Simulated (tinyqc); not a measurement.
# Worked calculation: on-chip power grid, static voltage drop by conjugate gradients

Program tinyqc, `OMP_NUM_THREADS=1 python tinyqc.py 2770181 2770182 out.jsonl`; Intel Xeon 2.30GHz, shared host, one thread, about 0.08 s. Printed values are rounded.

A grid of 3 rows and 3 columns, node k = 3 row + column. Neighbours in a row are joined by Rx, in a column by Ry; pad nodes, which reach the supply through Rp: 0, 8. Each node draws I0, node 6 draws kh I0. The drops u = Vdd - V solve G u = i, with G the conductance matrix (1/Rp added on the diagonal at pad nodes).

Inputs (values chosen for the exercise): supply voltage Vdd = 0.65 V; resistance of a horizontal segment Rx = 0.21 ohm; resistance of a vertical segment Ry = 0.17 ohm; resistance from a pad node to the supply Rp = 0.065 ohm; load current of an ordinary node I0 = 1.3 mA; factor on the load at the hot node kh = 3.

## Diagonal of G, loads and first direction

G_kk = sum of the conductances at node k. Start u = 0, so the residual is r = i; p = r.

G_kk (S):

|  | col 0 | col 1 | col 2 |
|---|---|---|---|
| row 0 | 26.0289 | 15.4062 | 10.6443 |
| row 1 | 16.5266 | 21.2885 | 16.5266 |
| row 2 | 10.6443 | 15.4062 | 26.0289 |

r at the start (mA):

|  | col 0 | col 1 | col 2 |
|---|---|---|---|
| row 0 | 1.3 | 1.3 | 1.3 |
| row 1 | 1.3 | 1.3 | 1.3 |
| row 2 | 3.9 | 1.3 | 1.3 |

p at the start (mA):

|  | col 0 | col 1 | col 2 |
|---|---|---|---|
| row 0 | 1.3 | 1.3 | 1.3 |
| row 1 | 1.3 | 1.3 | 1.3 |
| row 2 | 3.9 | 1.3 | 1.3 |

## Iteration 1: conjugate-gradient step

u at the start (mV):

|  | col 0 | col 1 | col 2 |
|---|---|---|---|
| row 0 | 0 | 0 | 0 |
| row 1 | 0 | 0 | 0 |
| row 2 | 0 | 0 | 0 |

q = G p; a = (r.r)/(p.q); u(new) = u + a p; r(new) = r - a q; b = (r.r)(new)/(r.r); p(new) = r(new) + b p.

q (mA S):

|  | col 0 | col 1 | col 2 |
|---|---|---|---|
| row 0 | 20.0000 | 0.0000 | 0.0000 |
| row 1 | -15.2941 | 0.0000 | 0.0000 |
| row 2 | 27.6751 | -12.3810 | 20.0000 |

a = 0.231777 ohm

u after iteration 1 (mV):

|  | col 0 | col 1 | col 2 |
|---|---|---|---|
| row 0 | 0.301311 | 0.301311 | 0.301311 |
| row 1 | 0.301311 | 0.301311 | 0.301311 |
| row 2 | 0.903932 | 0.301311 | 0.301311 |

r after iteration 1 (mA):

|  | col 0 | col 1 | col 2 |
|---|---|---|---|
| row 0 | -3.33555 | 1.30000 | 1.30000 |
| row 1 | 4.84483 | 1.30000 | 1.30000 |
| row 2 | -2.51445 | 4.16962 | -3.33555 |

b = 2.65201

p after iteration 1 (mA):

|  | col 0 | col 1 | col 2 |
|---|---|---|---|
| row 0 | 0.11207 | 4.74762 | 4.74762 |
| row 1 | 8.29245 | 4.74762 | 4.74762 |
| row 2 | 7.82840 | 7.61724 | 0.11207 |

## Iteration 2: conjugate-gradient step

As before.

q (mA S):

|  | col 0 | col 1 | col 2 |
|---|---|---|---|
| row 0 | -68.4697 | 22.0740 | 0.0000 |
| row 1 | 67.7297 | -33.7603 | 27.2679 |
| row 2 | -1.7242 | 51.6135 | -61.2827 |

a = 0.0761364 ohm

u after iteration 2 (mV):

|  | col 0 | col 1 | col 2 |
|---|---|---|---|
| row 0 | 0.30984 | 0.66278 | 0.66278 |
| row 1 | 0.93267 | 0.66278 | 0.66278 |
| row 2 | 1.49996 | 0.88126 | 0.30984 |

r after iteration 2 (mA):

|  | col 0 | col 1 | col 2 |
|---|---|---|---|
| row 0 | 1.87749 | -0.38064 | 1.30000 |
| row 1 | -0.31187 | 3.87039 | -0.77608 |
| row 2 | -2.38318 | 0.23995 | 1.33030 |

b = 0.374659

p after iteration 2 (mA):

|  | col 0 | col 1 | col 2 |
|---|---|---|---|
| row 0 | 1.91948 | 1.39810 | 3.07874 |
| row 1 | 2.79497 | 5.64913 | 1.00266 |
| row 2 | 0.54980 | 3.09382 | 1.37229 |

## Course of the conjugate-gradient iteration

Stop when |r| is below 1e-9 mA.

Course of the iteration:

| iteration | largest u (mV) | \|r\| (mA) |
|---|---|---|
| 1 | 0.903932 | 8.73 |
| 2 | 1.49996 | 5.34 |
| 3 | 1.53186 | 2.53 |
| 4 | 1.45970 | 1.40 |
| 5 | 1.45060 | 0.688 |
| 6 | 1.44357 | 0.119 |
| 7 | 1.44277 | 0.0210 |
| 8 | 1.44270 | 1.05e-3 |
| 9 | 1.44270 | < 1e-12 |

Converged in 9 iterations for 9 unknowns; in exact arithmetic the method needs at most 9. The condition number of the matrix is 21.2. Gauss-Seidel sweeps in node order need 104 to reach the same residual.

## Worst drop, pad currents and power lost

converged u (mV):

|  | col 0 | col 1 | col 2 |
|---|---|---|---|
| row 0 | 0.46985 | 0.97338 | 1.07451 |
| row 1 | 1.07005 | 1.07814 | 0.93537 |
| row 2 | 1.44270 | 1.08404 | 0.45965 |

Pad current u/Rp; worst drop as a share of Vdd; power lost in the grid and pads sum_k i_k u_k; power delivered sum_k i_k (Vdd - u_k).

worst drop = 1.44270 mV
share of Vdd = 0.221954 %
pad currents (mA): node 0 7.22841, node 8 7.07159
power lost = 0.0149150 mW
power delivered = 9.28008 mW

The pad currents add up to the total load, 14.30 mA. The worst drop is at node 6; the hot node is 6.
